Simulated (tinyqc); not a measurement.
Pressure: conduction-band anticrossing with a localised impurity level.

Host conduction band EM(k) = Eg - al x + c k^2/mM, c = hbar^2/2m0, coupled to a flat level EI by V = C sqrt(x): H = [[EM, V], [V, EI]], E+/- = (EM + EI)/2 +/- sqrt((EM - EI)^2/4 + V^2). The host weight of a state at E is f = 1/(1 + V^2/(E - EI)^2), and its mass at k = 0 is mM/f. The gap is E-(0), the valence top staying at 0.

Constants: hbar^2/2m0 = 3.80998211 eV angstrom^2.

Values chosen for the exercise (host near InP; the results hold for these values, not for the real material):

| symbol | value | unit | meaning |
|---|---|---|---|
| Eg | 1.409 | eV | gap at Gamma to the s-like level |
| mM | 0.0786 | m0 | mass of the host band |
| EI | 1.583 | eV | impurity level, from the valence top of the host |
| C | 2.23 | eV | coupling |
| al | 0.06 | eV | linear shift of the host edge |
| x | 0.0095 |  | impurity fraction |
| aM | 80 | meV/GPa | pressure coefficient of the host edge |
| aI | 23 | meV/GPa | pressure coefficient of the level |

Eg and EI move linearly with pressure; V is kept. The slope of E- is f aM + (1 - f) aI.

Results:

| P (GPa) | EM (eV) | EI (eV) | E- (eV) | E+ (eV) | host weight of E- | slope of E- (meV/GPa) |
|---|---|---|---|---|---|---|
| 0 | 1.4084 | 1.5830 | 1.2615 | 1.7299 | 0.686 | 62.1 |
| 1 | 1.4884 | 1.6060 | 1.3221 | 1.7724 | 0.631 | 58.9 |
| 2 | 1.5684 | 1.6290 | 1.3793 | 1.8182 | 0.569 | 55.4 |
| 3 | 1.6484 | 1.6520 | 1.4329 | 1.8676 | 0.504 | 51.7 |
| 4 | 1.7284 | 1.6750 | 1.4827 | 1.9207 | 0.439 | 48.0 |
| 5 | 1.8084 | 1.6980 | 1.5290 | 1.9775 | 0.377 | 44.5 |
| 6 | 1.8884 | 1.7210 | 1.5718 | 2.0376 | 0.320 | 41.3 |
| 7 | 1.9684 | 1.7440 | 1.6116 | 2.1008 | 0.271 | 38.4 |
| 8 | 2.0484 | 1.7670 | 1.6488 | 2.1666 | 0.228 | 36.0 |

What does the comparison show, and why?

The unmixed levels cross at 3.06 GPa, where E+ - E- has its minimum 2V = 0.435 eV and the weights are 1/2. The slope of E- falls from 62 to 36 meV/GPa, between the limits aM = 80 and aI = 23, as the state turns impurity-like. The X valleys, which pass below the Gamma edge of the host at high pressure, are left out.

Program tinyqc; command `OMP_NUM_THREADS=1 python tinyqc.py 1050910 1050911 out.jsonl`; about 0.01 s on one thread of a shared Intel(R) Xeon(R) Processor @ 2.30GHz.
